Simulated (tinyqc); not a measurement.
Decay of LO phonons and the hot-phonon bottleneck in the cooling of electrons. Inputs raised by 10 %, one at a time. Computed by tinyqc, a small Python program. Command: `OMP_NUM_THREADS=1 python tinyqc.py 3025243 3025244 out.jsonl hotphonon sens`. One thread of a shared host (Intel(R) Xeon(R) Processor @ 2.30GHz), about 0.02 s of CPU time with the checks.

n(E, T) = 1/(exp(E/(k_B T)) - 1) is the Bose occupation. Electrons have a temperature T_e; the LO modes within their reach share one occupation N; the decay products stay at the lattice temperature.

Inputs (values chosen for the exercise, modelled on zinc oxide): LO energy hbar omega = 71.4 meV; lifetime at T = 0, tau_0 = 1.2 ps; share f of the energy in the softer product = 0.26; lattice temperature T = 300 K; electron mass m* = 0.287 m_0; eps_inf = 3.62; static dielectric constant eps_s = 8.31; electron density n = 3.4e+18 1/cm^3; density of LO modes that the electrons reach, N_m = 6.2e+19 1/cm^3; power supplied per electron P = 0.88 nW.

Decay channel: two unequal phonons (Ridley).

Constants: k_B = 8.617333262e-05 eV/K; c = 299792458 m/s; e^2/(4 pi eps_0) = 14.39964548 eV angstrom; hbar^2/(2 m_0) = 3.80998212 eV angstrom^2; hbar = 6.582119569e-16 eV s; e = 1.602176634e-19 C.

Method:
- Decay rate 1/tau = (1/tau_0) [1 + n(f hbar omega) + n((1 - f) hbar omega)].
- Full width Gamma = 1/(2 pi c tau) in 1/cm, c in cm/s.
- Froehlich coupling alpha = (e^2/(4 pi eps_0)) (1/eps_inf - 1/eps_s) k_0/(2 hbar omega), k_0 = sqrt(m* hbar omega/(hbar^2/(2 m_0))); emission time tau_sp = hbar/(2 alpha hbar omega); bottleneck ratio r = (n/N_m) tau/tau_sp.
- Net emission per electron: [(N + 1) x - N]/tau_sp with x = exp(-hbar omega/(k_B T_e)), a simple two-level balance; steady state of the modes: n [(N + 1) x - N]/tau_sp = N_m (N - N_0)/tau; power per electron P = hbar omega [(N + 1) x - N]/tau_sp.
- With p = P tau_sp/(hbar omega): N = N_0 + r p and x = (p + N)/(N + 1); without hot phonons N = N_0. The mode temperature T_LO solves n(hbar omega, T_LO) = N.

Runs; columns: (1) input moved; (2) from; (3) to; (4) mode temperature T_LO (K); (5) Raman width Gamma (1/cm); (6) bottleneck ratio r; (7) T_e without hot phonons (K):
```
(1)                                                             (2)       (3)     (4)     (5)     (6)     (7)
base run                                                          -         -  303.61   9.294  7.8357  300.50
lifetime at T = 0, tau_0 (ps)                                   1.2      1.32  303.97   8.449  8.6192  300.50
lattice temperature T (K)                                       300       330  333.03  10.046  7.2492  330.46
electron mass m* (m_0)                                        0.287    0.3157  303.61   9.294  8.2181  300.47
eps_inf                                                        3.62     3.982  303.61   9.294  6.5735  300.59
electron density n (1/cm^3)                                 3.4e+18  3.74e+18  303.97   9.294  8.6192  300.50
density of LO modes that the electrons reach, N_m (1/cm^3)  6.2e+19  6.82e+19  303.29   9.294  7.1233  300.50
power supplied per electron P (nW)                             0.88     0.968  303.97   9.294  7.8357  300.54
```

Exponents ln(y'/y) / ln(x'/x):
```
input                                              mode temperature T_LO  Raman width Gamma  bottleneck ratio r  T_e without hot phonons
lifetime at T = 0, tau_0                                           0.012             -1.000               1.000                    0.000
lattice temperature T                                              0.970              0.816              -0.816                    0.997
electron mass m*                                                   0.000              0.000               0.500                   -0.001
eps_inf                                                            0.000              0.000              -1.843                    0.003
electron density n                                                 0.012              0.000               1.000                    0.000
density of LO modes that the electrons reach, N_m                 -0.011              0.000              -1.000                    0.000
power supplied per electron P                                      0.012              0.000               0.000                    0.002
```

Which inputs matter most for each result?

Among the inputs moved here: mode temperature T_LO answers most in size to lattice temperature T (exponent +0.970), next to lifetime at T = 0, tau_0 (+0.012); its exponent is below 0.0005 for electron mass m*, eps_inf. Raman width Gamma answers most in size to lifetime at T = 0, tau_0 (exponent -1.000), next to lattice temperature T (+0.816); its exponent is below 0.0005 for electron mass m*, eps_inf, electron density n, density of LO modes that the electrons reach, N_m, power supplied per electron P. Its exponent -1.000 in lifetime at T = 0, tau_0: the width is the inverse lifetime. Bottleneck ratio r answers most in size to eps_inf (exponent -1.843), next to lifetime at T = 0, tau_0 (+1.000); its exponent is below 0.0005 for power supplied per electron P. Its exponent +0.500 in electron mass m*: alpha goes as sqrt(m*). Its exponent +1.000 in electron density n: r is proportional to n. T_e without hot phonons answers most in size to lattice temperature T (exponent +0.997); its exponent is below 0.0005 for lifetime at T = 0, tau_0, electron density n, density of LO modes that the electrons reach, N_m. Its exponent 0.000 in electron density n: without hot phonons each electron cools on its own.

Caution (all rows): alpha is above 1/2, so hbar/tau_sp exceeds hbar omega and the emission time, a weak-coupling result, is only rough.
